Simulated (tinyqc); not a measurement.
Substrate current against gate voltage: lateral field, substrate current, probability of reaching the oxide barrier and hot-carrier lifetime of a silicon transistor (pseudo-two-dimensional and lucky-electron models). Computed by tinyqc, a small Python program. Command: `OMP_NUM_THREADS=1 python tinyqc.py 3026306 3026307 out.jsonl hotcar walk`. One thread of a shared host (Intel(R) Xeon(R) Processor @ 2.30GHz), about 0.01 s of CPU time with the checks.

Local-field models: a lucky carrier gains its energy at the peak field over a path free of collisions. Voltages are magnitudes.

Inputs (values chosen for the exercise, modelled on a silicon n-channel):
```
quantity                             value                      unit
channel length L                       330                        nm
oxide thickness t                      6.1                        nm
junction depth x_j                      99                        nm
mobility mu                            380                cm^2/(V s)
saturation velocity v_s               0.81                  1e7 cm/s
threshold voltage V_T                 0.61                         V
drain voltage V_D                      2.6                         V
ionisation prefactor A_i           1.7e+06                      1/cm
ionisation field B_i                   1.7                     MV/cm
hot-carrier mean free path lambda      8.7                        nm
oxide barrier phi_b                    3.1                        eV
interface-trap threshold phi_it        3.6                        eV
lifetime constant H                     50  s microampere/micrometre
```

Drain: abrupt.

Constants: eps_0 = 8.8541878128e-12 F/m.

Method:
- C_ox = 3.9 eps_0/t; F_sat = 2 v_s/mu; V_Dsat = V_ov F_sat L/(V_ov + F_sat L), V_ov = V_G - V_T; I_D/W = C_ox v_s (V_ov - V_Dsat).
- Scale length l = 0.22 t^(1/3) x_j^(1/2) (all in cm); F_m = sqrt(((V_D - V_Dsat)/l_e)^2 + F_sat^2), with l_e = l; length of the velocity-saturated region l_e ln((V_D - V_Dsat)/(l_e F_sat) + F_m/F_sat).
- Substrate current I_sub/I_D = (A_i/B_i)(V_D - V_Dsat) exp(-B_i/F_m); probability of reaching the oxide barrier exp(-phi_b/(e lambda F_m)); lifetime tau = (H/(I_D/W)) exp(phi_it/(e lambda F_m)).

At the given drain voltage:
```
V_G (V)  V_Dsat (V)  I_D/W (microampere/micrometre)  F_m (kV/cm)  I_sub/W (microampere/micrometre)     tau (s)
0.72        0.10202                            3.66       427.64                            0.1715  2.1783e+05
0.84        0.19768                           14.82       411.43                            0.5714  7.8721e+04
1.00        0.30535                           38.81       393.19                            1.1803  4.7920e+04
1.20        0.41567                           79.93       374.51                            1.8650  3.9328e+04
1.50        0.54514                          158.13       352.61                            2.6182  3.9485e+04
1.80        0.64468                          250.04       335.79                            3.0939  4.4959e+04
2.20        0.74641                          386.81       318.61                            3.4532  5.6485e+04
2.50        0.80651                          496.81       308.46                            3.6009  6.7404e+04
2.90        0.87146                          650.44       297.51                            3.7092  8.4370e+04
```

What does the comparison show, and why?

I_sub rises over the whole table: the growing drain current outweighs the fall of F_m. The shortest lifetime among the rows lies at V_G = 1.2 V, below that of the largest I_sub, since tau depends more steeply on the field.

Extremes, crossings and ranges named in words are read from the listed rows.
